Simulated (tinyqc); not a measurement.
RKS/PBE in the 6-31g basis, for H2, spin multiplicity 1, step by step. One step of it, computed by the program tinyqc.

Question. Iteration 2: DIIS coefficients. Solve [B -1; -1 0][c; lambda] = [0; -1] for the coefficients, which sum to one.

B (overlaps of the stored error matrices):
```
[[7.5470162e-02, -1.1873145e-02],
 [-1.1873145e-02, 1.8679113e-03]]
```

Give: DIIS coefficients.

Answer.

DIIS coefficients: [0.136, 0.864]
